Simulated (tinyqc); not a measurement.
Solid solubility of a dopant against its melt (retrograde solidus), clustering and the electrically active fraction: one step, computed by the program tinyqc.

Task: Liquidus and solidus at T. x_l and x_s are atom fractions of the dopant in melt and solid; the solid is dilute. Liquidus of the host: R T ln(1 - x_l) + L x_l^2 = -H_f (1 - T/T_m). Distribution: k = x_s/x_l = exp[L (1 - x_l)^2/(R T)] exp(S/k_B - H/(k_B T)), the first factor being the activity coefficient in the melt. Solubility = x_s N0; at T_m x_l = 0.

Inputs (values chosen for the exercise, for a model dopant): melting point of the host T_m = 1687 K; heat of melting of the host H_f = 50.2 kJ/mol; interaction L of the melt = 11 kJ/mol; enthalpy of transfer from melt to solid H = 0.907 eV; entropy of transfer S = -3.82 k_B; site density N0 = 5e+22 1/cm^3; temperature T = 1210 K.

Constants: R = 8.314462618 J/(mol K); k_B = 8.617333262e-05 eV/K.

Give: x_l; distribution coefficient k; x_s; solubility; k at the melting point.

Result:

x_l = 0.8992

distribution coefficient k = 3.699e-06

x_s = 3.326e-06

solubility = 1.663e+17 1/cm^3

k at the melting point = 9.375e-05

k has changed by a factor 0.039 from its value at T_m, while x_l has grown from 0 to 0.899.
